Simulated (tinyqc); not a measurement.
# Inductance and parasitic capacitance from two readings

Inverse problem. A loss-free coil L in parallel with C shows the apparent inductance L/(1 - w^2 L C), w = 2 pi f. Find L, C and the self-resonance 1/(2 pi sqrt(L C)).

apparent inductance at 2.8 and 6.9 GHz (nH): [3.9619982, 8.0871310]

Answer. The inverse of the reading is 1/L - w^2 C, a straight line in w^2.

L = 3.600 nH
C = 82.00 fF
self-resonance = 9.263 GHz

Computed by the program tinyqc: `OMP_NUM_THREADS=1 python tinyqc.py 2302091 2302092 out.jsonl`, one thread of a shared Intel Xeon 2.30GHz, about 0.01 s for the whole run.
